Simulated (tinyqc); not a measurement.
# Changing the transport mass m

Model: inversion-layer mobility, back-scattering and ballistic limit of a field-effect transistor. Computed by tinyqc, a small Python program. Command: `OMP_NUM_THREADS=1 python tinyqc.py 3009192 3009193 out.jsonl mos sweep`. One thread of a shared host (Intel(R) Xeon(R) Processor @ 2.30GHz), about 0.01 s of CPU time with the checks.

The charge at the top of the source barrier is fixed by the gate; series resistance and short-channel effects are left out. F_j are Fermi integrals normalised to exp(eta) in the classical limit.

Inputs (values chosen for the exercise, modelled on a 4H-SiC n-channel):

| quantity | value | unit |
|---|---|---|
| valley degeneracy g_v | 3 | - |
| weight w of the inversion charge | 0.5 | - |
| permittivity eps | 9.7 | - |
| phonon mobility at 1 MV/cm and 300 K, mu_ph | 97 | cm^2/(V s) |
| roughness mobility at 1 MV/cm, mu_sr | 48 | cm^2/(V s) |
| Coulomb mobility at N_inv = 1e12/cm^2, mu_C | 41 | cm^2/(V s) |
| electrical oxide thickness t_inv | 3.9 | nm |
| depletion charge N_dep | 5.6e+11 | 1/cm^2 |
| gate overdrive V_G - V_T | 0.16 | V |
| drain voltage V_D | 0.81 | V |
| channel length L | 40 | nm |
| exponent a of the critical length | 0.8 | - |
| temperature T | 300 | K |

Statistics at the top of the barrier: non-degenerate.

Constants: eps_0 = 8.8541878128e-12 F/m; e = 1.602176634e-19 C; m_0 = 9.1093837015e-31 kg; k_B = 1.380649e-23 J/K; hbar = 1.054571817e-34 J s; k_B = 8.617333262e-05 eV/K.

Method:
- N_inv = 3.9 eps_0 (V_G - V_T)/(e t_inv); effective field E_eff = e (N_dep + w N_inv)/(eps eps_0).
- mu_phonon = mu_ph (E_eff/1 MV/cm)^(-0.3) (T/300 K)^(-1.75); mu_rough = mu_sr (E_eff/1 MV/cm)^(-2); mu_Coulomb = mu_C (N_inv/1e12 cm^-2) (T/300 K); Matthiessen's rule adds 1/mu.
- Non-degenerate: every F_j(eta) is replaced by exp(eta).
- Ballistic channel: N_2D = g_v m k_B T/(pi hbar^2), U = e V_D/(k_B T); eta_F solves N_inv = (N_2D/2)[F_0(eta_F) + F_0(eta_F - U)]; v_T = sqrt(2 k_B T/(pi m)); I/W = e (N_2D/2) v_T [F_1/2(eta_F) - F_1/2(eta_F - U)]; injection velocity v_T F_1/2(eta_F)/F_0(eta_F).
- Mean free path lambda = (2 k_B T/e)(mu/v_T) F_0(eta_0)/F_-1/2(eta_0), with eta_0 from N_inv = N_2D F_0(eta_0); critical length l = L (1 + U)^(-a), an empirical rule; back-scattering r = l/(l + lambda). Then eta solves N_inv = (N_2D/2)[(1 + r) F_0(eta) + (1 - r) F_0(eta - U)] and I/W = e (N_2D/2) v_T (1 - r)[F_1/2(eta) - F_1/2(eta - U)].
- Ballistic ratio: I over the ballistic current. Apparent mobility 1/(1/mu + 1/mu_B), mu_B = mu L/lambda.

One run for each value:

| transport mass m (m_0) | injection velocity (1e7 cm/s) | ballistic current I/W (microampere/micrometre) | eta_F | ballistic ratio |
|---|---|---|---|---|
| 0.044 | 2.5649 | 363.36 | 0.2156 | 0.10528 |
| 0.063 | 2.1435 | 303.67 | -0.1434 | 0.12343 |
| 0.092 | 1.7738 | 251.29 | -0.5220 | 0.14541 |
| 0.130 | 1.4922 | 211.40 | -0.8678 | 0.16824 |
| 0.200 | 1.2030 | 170.43 | -1.2986 | 0.20056 |
| 0.280 | 1.0168 | 144.04 | -1.6350 | 0.22890 |
| 0.410 | 0.8402 | 119.03 | -2.0164 | 0.26428 |
| 0.600 | 0.6946 | 98.40 | -2.3972 | 0.30291 |

Over the rows, injection velocity (1e7 cm/s) falls from 2.56 to 0.695 (exponent d ln y / d ln x about -0.50 throughout); ballistic current I/W (microampere/micrometre) falls from 363 to 98.4 (exponent d ln y / d ln x about -0.50 throughout); eta_F falls from 0.216 to -2.40. The exponent of injection velocity stays at -0.50: a thermal velocity. N_inv and mu are held fixed; in a real device a light mass also lowers the gate capacitance. Left out: 0.0300 (the gas is degenerate).

Caution (rows 0.0440, 0.0630, 0.0920, 0.130): eta_F is above -1, so the non-degenerate formulas understate the injection velocity and the current. Caution (all rows): the current exceeds the long-channel drift law, so the empirical rule for l, meant for short channels, is too generous here.
